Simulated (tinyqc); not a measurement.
Trap density from the barrier height.

Inverse problem. In a partly depleted grain with all boundary traps filled, 2 N W = Qt and VB = q N W^2/(2 eps0 eps_r). Find Qt, W and the doping at which VB would equal Vt.

Parameters, values chosen for the exercise:
- T = 300 K (temperature)
- eps_r = 11.7 (relative permittivity)

Constants: q = 1.602176634e-19 C, kB = 1.380649e-23 J/K, Vt = kB T/q, eps0 = 8.8541878128e-14 F/cm where lengths are in cm. Results are converted to the units shown.

doping = 1e18 cm^-3
barrier height = 0.15156603 V

Solution. Eliminating W gives VB = q Qt^2/(8 eps0 eps_r N), which falls as 1/N.

Qt = 2.800e12 cm^-2
W = 14.00 nm
doping for VB = Vt = 5.863e18 cm^-3

Computed by the program tinyqc: `OMP_NUM_THREADS=1 python tinyqc.py 2830144 2830145 out.jsonl`, one thread of a shared Intel Xeon 2.30GHz, about 0.01 s for the whole run.
